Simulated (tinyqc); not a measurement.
One level coupled to a phonon between two leads, self-consistent Born approximation: two steps of the calculation.

Wide-band leads with mu_L = +V/2 and mu_R = -V/2; phonons in equilibrium, Nq = 1/(exp(w0/kB T) - 1). Scattering links only energies that differ by w0, so a ladder E_k = E1 + k w0 closes on itself; terms that reach past its ends are dropped. Gn and Gp are the electron and hole parts of the spectral function A = Gn + Gp.

Inputs (values chosen for the exercise):
- T = 300 K (temperature of leads and phonons)
- w0 = 120 meV (phonon energy)
- ed = -47 meV (level)
- GL = 39 meV (coupling to the left lead)
- GR = 28 meV (coupling to the right lead)
- V = 175 mV (bias)
- nr = 6 (rungs of the ladder shown)
- E1 = -131 meV (lowest rung)

Constants: q = 1.602176634e-19 C, kB = 1.380649e-23 J/K, Vt = kB T/q. Results are converted to the units shown.

Problem 1. The ladder and the first Green functions. |G|^2 = 1/[(E - ed)^2 + (GL + GR + Sin + Sout)^2/4], Gn = |G|^2 (GL fL + GR fR + Sin), Gp = |G|^2 (GL (1 - fL) + GR (1 - fR) + Sout), f = 1/(1 + exp((E - mu)/kB T)). On a single ladder the real part of the phonon self-energy, which needs all energies, is left out. At the start Sin = Sout = 0.

Find: E; fL; fR; Gn; Gp; Nq.

Solution 1.

```
rung  E (meV)         fL          fR  Gn (1/meV)  Gp (1/meV)
0        -131    0.99979     0.84326   0.0076548   5.3767e-4
1         -11    0.97833    0.049306    0.016349    0.011357
2         109    0.30329   4.9972e-4   4.6517e-4   0.0021666
3         229  0.0041791   4.8198e-6   2.1103e-6   8.6466e-4
4         349  4.0455e-5   4.6465e-8   9.9980e-9   4.2421e-4
5         469  3.9002e-7  4.4793e-10  5.6935e-11   2.5058e-4
```

Nq = 0.0097341

Problem 2. Green functions. 

```
rung  E (meV)     Sin (meV)  Sout (meV)
0        -131     48.137322  0.32236793
1         -11     1.5869266   1.6445914
2         109    0.47026975   33.464300
3         229   0.013233201   6.3913061
4         349  6.0067182e-5   2.5530109
5         469  2.8378818e-7   1.2490269
```

Give: Gn after iteration 1; Gp after iteration 1.

Solution 2.

```
rung  Gn after iteration 1 (1/meV)  Gp after iteration 1 (1/meV)
0                         0.010660                     4.5429e-4
1                         0.016260                      0.011510
2                        4.5801e-4                     0.0032966
3                        2.2749e-6                     9.4460e-4
4                        1.0373e-8                     4.4013e-4
5                       5.7987e-11                     2.5521e-4
```

Range of the model: The self-consistent Born approximation keeps only non-crossing phonon lines and no Hartree shift; it is rough once the coupling nears the phonon energy.

tinyqc, about 0.09 s, one thread, Intel Xeon 2.30GHz (shared host): `OMP_NUM_THREADS=1 python tinyqc.py 2720010 2720011 out.jsonl`
